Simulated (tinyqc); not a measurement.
# Index ratio and exit index from two stacks

Problem. A quarter-wave stack has T0 = 4 y/(1 + y)^2 with y = (ns/n0)(nH/nL)^(2 N), and y > 1 here. Find nH/nL and ns/n0.

T0 for N = 4 and 6 pairs (%): [0.2456918843, 0.007471135874]

Solution. sqrt(1 - T0) = |1 - y|/(1 + y) gives y for each stack; two more pairs multiply y by (nH/nL)^4.

nH/nL = 2.395
ns/n0 = 1.500

Numbers from tinyqc (`OMP_NUM_THREADS=1 python tinyqc.py 2650027 2650028 out.jsonl`; about 0.01 s on one thread of a shared Intel Xeon 2.30GHz).
